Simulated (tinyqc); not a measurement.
What moves the zone average: special k points of the fcc lattice.

Lattice vectors in units of a: a1 = (0, 1/2, 1/2), a2 = (1/2, 0, 1/2), a3 = (1/2, 1/2, 0); reciprocal vectors b_i with a_i . b_j = 2 pi delta_ij. Mesh: k = sum_i f_i b_i with f_i = (2 j_i + shift)/(2 N), j_i = 0 .. N-1. The point group of the lattice has 48 operations; only those that map the mesh onto itself are used.

A_m(k) = sum over the m-th star of lattice vectors R of cos(k . R), stars in order of length: m = 1: |R|^2 = 0.5, 12 vectors, such as (1, 0, 0) in the basis a_i; m = 2: |R|^2 = 1, 6 vectors, such as (1, 1, -1) in the basis a_i; m = 3: |R|^2 = 1.5, 24 vectors, such as (2, 0, -1) in the basis a_i; m = 4: |R|^2 = 2, 12 vectors, such as (2, 0, 0) in the basis a_i; m = 5: |R|^2 = 2.5, 24 vectors, such as (2, 1, -1) in the basis a_i; m = 6: |R|^2 = 3, 8 vectors, such as (3, -1, -1) in the basis a_i. The zone mean of every A_m is zero.

Test function, the lower band of a two-band insulator: E(k) = -sqrt(D^2 + (e0 - t A_1(k))^2).

Inputs chosen for the exercise: D = 1.06 eV (half gap term); t = 0.4 eV (coupling); e0 = 2.55 eV (offset); N = 6 (points along each reciprocal vector); shift = 1 (half steps).

Mean of E over the mesh, and its error against the unshifted mesh with N = 24.

One parameter was then changed.

Results before and after:
```
case     mean (eV)  error (meV)  irreducible points
base       -2.9314         0.04                  28
changed    -2.9331        -1.69                  16
```

Which of these changes was made? (a) N = 7; (b) D = 0.742 eV; (c) shift = 0; (d) t = 0.52 eV.
Answer: (c) shift = 0. Of the candidates, run in turn, only this one gives the changed row.

All candidates:
```
case          mean (eV)  error (meV)  irreducible points
base            -2.9314         0.04                  28
N = 7           -2.9314         0.02                  44
shift = 0       -2.9331        -1.69                  16
D = 0.742 eV    -2.8106         0.00                  28
t = 0.52 eV     -3.0996         0.53                  28
```

Run: tinyqc, `OMP_NUM_THREADS=1 python tinyqc.py 1680155 1680156 out.jsonl`; Intel(R) Xeon(R) Processor @ 2.30GHz, one thread, shared host; about 0.1 s of CPU time with all checks.
